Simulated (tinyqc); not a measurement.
Random telegraph noise from one oxide trap in a small MOSFET: time constants and noise against gate voltage.

An acceptor-like trap exchanges electrons with the channel. Inversion charge Q = Cox u, u = n Vt W0(exp((Vg - VT)/(n Vt))), W0 the Lambert function, n = nf, Cox = eps0 eox/tox; linear regime Id = (W/L) mu Q Vd. Relative to threshold the surface potential rises by Vt ln(u/u0) and the oxide voltage by the rest of Vg - VT, with u0 = n Vt W0(1).

N = Cox u/q; dpsi = Vt ln(u/u0); E = E0 - dpsi - (xt/tox)(Vg - VT - dpsi); capture time tc = 1/[(N/zi) vth s0 exp(-xt/lt - EB/Vt)]; emission time te = tc exp(-E/Vt); occupancy te/(tc + te). A = W L; threshold step dV = q (1 - xt/tox)/(Cox A); gm/Id = 1/(u + n Vt); relative step dI/I = (gm/Id) dV + asc mu/A. fc = (1/tc + 1/te)/(2 pi); rms = (dI/I) sqrt(tc te)/(tc + te).

Values chosen for this exercise; values of the order met in silicon transistors:
- T = 200 K (temperature)
- eox = 3.9 (relative permittivity of the gate insulator (close to silicon dioxide))
- tox = 2.4 nm (insulator thickness)
- xt = 0.21 nm (depth of the trap from the channel interface)
- E0 = 0.08 eV (trap level above the channel Fermi level at threshold)
- s0 = 4e-15 cm^2 (capture prefactor)
- EB = 0.46 eV (capture barrier (lattice relaxation))
- lt = 0.15 nm (tunnelling decay length)
- vth = 1.8e7 cm/s (thermal velocity)
- zi = 2.1 nm (thickness of the inversion layer)
- VT = 0.36 V (threshold voltage)
- nf = 1.1 (body factor)
- W = 88 nm (gate width)
- L = 180 nm (gate length)
- mu = 250 cm^2/(V s) (mobility)
- asc = 1.2e-15 V s (scattering coefficient of the charged trap)
- Vd = 0.1 V (drain voltage)

Constants: q = 1.602176634e-19 C, kB = 1.380649e-23 J/K, Vt = kB T/q, eps0 = 8.8541878128e-14 F/cm where lengths are in cm. Results are converted to the units shown.

Results:
```
Vg (V)     E (eV)  tc (s)  te (s)  occupancy  dI/I (%)  fc (Hz)  rms dI/I (%)
0.45      0.04352   7.758  0.6209    0.07410    0.9420   0.2768        0.2468
0.51      0.02951   4.444  0.8019     0.1529    0.6657   0.2343        0.2396
0.57      0.01834   3.050   1.052     0.2565    0.5315   0.2034        0.2321
0.63     0.008673   2.303   1.392     0.3768    0.4542   0.1834        0.2201
0.69    -8.400e-5   1.843   1.852     0.5012    0.4047   0.1723        0.2023
0.81     -0.01595   1.310   3.305     0.7162    0.3453   0.1697        0.1557
0.87     -0.02335   1.143   4.429     0.7949    0.3262   0.1752        0.1317
0.93     -0.03050   1.013   5.943     0.8544    0.3112   0.1839        0.1098
```

Estimate the missing row, Vg = 0.75 V.

Computed row:
```
Vg (V)     E (eV)  tc (s)  te (s)  occupancy  dI/I (%)  fc (Hz)  rms dI/I (%)
0.75    -0.008234   1.532   2.471     0.6172    0.3704   0.1683        0.1800
```

With this row back in the table: tc falls from 7.76 to 1.01 s as the channel fills and te rises from 0.621 to 5.94 s; they are equal at Vg = 0.689 V, where E = 0. The rms noise falls from 0.247 to 0.110 %. The slope -Vt d ln(tc/te)/dVg is 0.234 between the first two rows and 0.119 between the last two; it tends to xt/tox = 0.0875 only when the surface potential stops moving.

Range of the model: VT is taken as given; short-channel effects and the uneven flow of current among few electrons are left out.

Program tinyqc, `OMP_NUM_THREADS=1 python tinyqc.py 2710025 2710026 out.jsonl`; Intel Xeon 2.30GHz, shared host, one thread, about 0.01 s.
